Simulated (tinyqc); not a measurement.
Worked calculation: Hubbard ring of 5 sites. Computed by tinyqc, a small Python program that keeps every step. Settings: hopping = 1.92, U = 10.9, mixing = 0.2, iteration cap = 60. Command: `OMP_NUM_THREADS=1 python tinyqc.py 23624 23625 out.jsonl` (the two numbers bound the seeds that draw the settings). One thread of a shared host (Intel(R) Xeon(R) Processor @ 2.60GHz), about 0.2 s of CPU time with the checks. Later iterations appear only in the table of the cycle.

## Mean-field iteration 1

one-body matrix (hopping and site energies) (eV):
```
           1          2          3          4          5
1   0.000000  -1.920000   0.000000   0.000000  -1.920000
2  -1.920000   0.000000  -1.920000   0.000000   0.000000
3   0.000000  -1.920000   0.000000  -1.920000   0.000000
4   0.000000   0.000000  -1.920000   0.000000  -1.920000
5  -1.920000   0.000000   0.000000  -1.920000   0.000000
```

U = 10.900000 eV

electrons, up and down: 3  3

mixing = 0.200000

n(up) at the start (a guess, not normalised): 1 0.650000, 2 0.550000, 3 0.650000, 4 0.550000, 5 0.650000

n(down) at the start (a guess): 1 0.550000, 2 0.650000, 3 0.550000, 4 0.650000, 5 0.550000

H(up) = T + U n(down), H(down) = T + U n(up); fill the lowest levels; n(new) = n + mixing (n(out) - n); E = tr T (rho up + rho down) + U sum n_up n_down of the output.

levels, up (eV): 2.542978  4.893653  5.535662  9.464338  9.718369

levels, down (eV): 2.758769  5.060446  5.818227  9.668004  9.939554

energy = 7.078410 eV

n(up) after iteration 1: 1 0.652411, 2 0.539868, 3 0.655442, 4 0.539868, 5 0.652411

n(down) after iteration 1: 1 0.551204, 2 0.657118, 3 0.543356, 4 0.657118, 5 0.551204

## Mean-field iteration 2

As before.

levels, up (eV): 2.559262  4.870214  5.587571  9.503138  9.743815

levels, down (eV): 2.723249  4.975609  5.845310  9.651602  9.940230

energy = 7.049272 eV

n(up) after iteration 2: 1 0.655040, 2 0.529948, 3 0.662024, 4 0.529948, 5 0.655040

n(down) after iteration 2: 1 0.551414, 2 0.664979, 3 0.535215, 4 0.664979, 5 0.551414

## Convergence

Each step fills the lowest levels of T + U n(other spin) and sets n(new) = n + mixing (n(out) - n); stop when output and input agree to 1e-8.

Course of the cycle:

| iteration | E (eV) | largest \|n(out) - n(in)\| | mean \|n_up - n_down\| |
|---|---|---|---|
| 1 | 7.07840987 | 5.07e-02 | 0.148999 |
| 2 | 7.04927178 | 4.96e-02 | 0.164923 |
| 3 | 7.01443306 | 5.07e-02 | 0.182488 |
| 4 | 6.97280291 | 5.49e-02 | 0.201671 |
| 5 | 6.92364834 | 6.21e-02 | 0.222415 |
| 6 | 6.86657810 | 6.92e-02 | 0.244606 |
| 7 | 6.80165348 | 7.62e-02 | 0.268059 |
| 8 | 6.72951320 | 8.28e-02 | 0.292507 |
| 9 | 6.65144817 | 8.87e-02 | 0.317610 |
| 10 | 6.56937684 | 9.36e-02 | 0.342965 |
| 11 | 6.48569514 | 9.73e-02 | 0.368137 |
| ... | ... | ... | ... |
| 50 | 5.86285928 | 1.86e-03 | 0.617004 |
| 51 | 5.86285048 | 1.63e-03 | 0.617176 |
| 52 | 5.86284376 | 1.43e-03 | 0.617326 |
| 53 | 5.86283863 | 1.25e-03 | 0.617457 |
| 54 | 5.86283472 | 1.09e-03 | 0.617571 |
| 55 | 5.86283173 | 9.56e-04 | 0.617671 |
| 56 | 5.86282945 | 8.37e-04 | 0.617759 |
| 57 | 5.86282771 | 7.32e-04 | 0.617835 |
| 58 | 5.86282638 | 6.40e-04 | 0.617902 |
| 59 | 5.86282536 | 5.60e-04 | 0.617960 |
| 60 | 5.86282459 | 4.90e-04 | 0.618011 |

Not converged within 60 iterations: the residual falls steadily but slowly, by a factor of about 0.88 a step. The lowest mean-field energy found from random starts is 5.86282 eV. Reruns (cap 100 unless said): mixing 0.5: converged in 52 (E = 5.86282); mixing 0.9: converged in 26 (E = 5.86282); the original settings with a cap of 400: converged in 141 (E = 5.86282).

## Exact diagonalisation (100 states)

Lowest levels of the sector, and the double occupancy of the lowest state.

lowest levels (eV): 3.583907  5.977851  5.977851  5.983129  5.983129  6.751080

double occupancy per site = 0.246795

## The lowest level by Lanczos steps

From a random start vector (not printed): a_j = <q_j|H|q_j>, b_j = norm of the remainder after orthogonalising; the Ritz value is the lowest eigenvalue of the tridiagonal matrix of a and b so far.

Lanczos:

| j | a_j (eV) | b_j (eV) | lowest Ritz value (eV) |
|---|---|---|---|
| 1 | 16.048010 | 9.657222 | 16.04800957 |
| 2 | 18.154170 | 10.139694 | 7.38662073 |
| 3 | 22.918709 | 6.920774 | 4.49807386 |
| 4 | 19.366431 | 7.410509 | 3.95633642 |
| 5 | 18.451774 | 8.603091 | 3.76268237 |
| 6 | 21.769823 | 7.724884 | 3.65414322 |
| 7 | 20.036310 | 7.085381 | 3.60713259 |
| 8 | 20.366767 | 6.562939 | 3.59087722 |
| 9 | 19.382039 | 7.306456 | 3.58635487 |
| 10 | 20.019143 | 7.333075 | 3.58474507 |
